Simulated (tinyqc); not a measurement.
From coverage theta back to sticking coefficient s: ion-assisted plasma etching: sheath, surface coverage, synergy and aspect-ratio dependence. Computed by tinyqc, a small Python program. Command: `OMP_NUM_THREADS=1 python tinyqc.py 3022854 3022855 out.jsonl etch inv`. One thread of a shared host (Intel(R) Xeon(R) Processor @ 2.30GHz), about 0.02 s of CPU time with the checks.

Radicals adsorb on bare sites; ions remove covered sites with a high yield and bare sites by sputtering; a slow spontaneous reaction acts everywhere, walls included.

Inputs (values chosen for the exercise, close to those used for silicon dioxide in a fluorocarbon plasma):

| quantity | value | unit |
|---|---|---|
| plasma density n_e | 6.6e+09 | 1/cm^3 |
| electron temperature T_e | 3.9 | eV |
| ion mass M_i | 50 | u |
| sheath voltage V | 140 | V |
| radical density n | 1.6e+13 | 1/cm^3 |
| radical mass M_n | 19 | u |
| gas temperature T_g | 350 | K |
| radicals per removed unit x | 3 | - |
| yield slope b | 0.38 | eV^(-1/2) |
| threshold E_th | 25 | eV |
| sputter slope b_p | 0.015 | eV^(-1/2) |
| sputter threshold E_p | 38 | eV |
| spontaneous reaction probability k_c | 1.7e-06 | - |
| solid density N | 2.2e+22 | 1/cm^3 |
| ion temperature T_i | 0.45 | eV |

Feature: long trench.

Constants: e = 1.602176634e-19 C; u = 1.6605390666e-27 kg; k_B = 1.380649e-23 J/K; eps_0 = 8.8541878128e-12 F/m.

Method:
- Bohm speed u_B = sqrt(e T_e/M_i); ion flux G_i = 0.61 n_e u_B; radical flux G_n = n c/4 with c = sqrt(8 k_B T_g/(pi M_n)).
- Debye length lambda_D = sqrt(eps_0 T_e/(e n_s)) with n_s = 0.61 n_e, T_e in volts; Child-law sheath d = (sqrt2/3) lambda_D (2 V/T_e)^(3/4); ion energy E = V + T_e/2; angular spread = arctan(sqrt(T_i/E)).
- Yields: Y = b (sqrt(E) - sqrt(E_th)) on covered sites, Y_p = b_p (sqrt(E) - sqrt(E_p)) on bare ones (zero below threshold).
- Steady coverage: s G_n (1 - theta) = x Y G_i theta; removal flux = Y G_i theta + Y_p G_i (1 - theta) + k_c G_n; rate = flux/N, 1 cm/s = 6e8 nm/min.
- Lateral rate = k_c G_n/N; anisotropy = 1 - lateral/vertical; synergy = vertical/(ions alone + radicals alone), with ions alone Y_p G_i/N and radicals alone the lateral rate.

Problem. A run gave the result below. Find the sticking coefficient s, known to lie between 0.61 and 0.82.

coverage theta = 0.9576578

Solution.

Each step takes the trial c = (a f_b - b f_a)/(f_b - f_a), f being the result less the target and a, b, c the logarithms of the listed values; c replaces end b, the old b replaces a if the sign of f changed, and otherwise f_a is halved.

Scan of the range:

| sticking coefficient s | coverage theta |
|---|---|
| 0.610 | 0.945957 |
| 0.641 | 0.948436 |
| 0.673 | 0.950767 |
| 0.707 | 0.953023 |
| 0.743 | 0.955197 |
| 0.781 | 0.957284 |
| 0.820 | 0.959233 |

False position (Illinois rule, in the logarithm of the input) inside the bracket:

| step | end a | end b | trial | coverage theta |
|---|---|---|---|---|
| 1 | 0.781000 | 0.820000 | 0.788331 | 0.957665 |
| 2 | 0.781000 | 0.788331 | 0.788073 | 0.957651 |
| 3 | 0.788331 | 0.788073 | 0.788199 | 0.957658 |

Coverage theta rises at every point of a 13-point scan of the range (every second point is shown), so one value fits; it is bracketed by 0.781 and 0.820. Answer: sticking coefficient s = 0.7882.

Caution: a sheath of several millimetres is collisional at usual pressures, which lowers the ion energy and widens the angles.
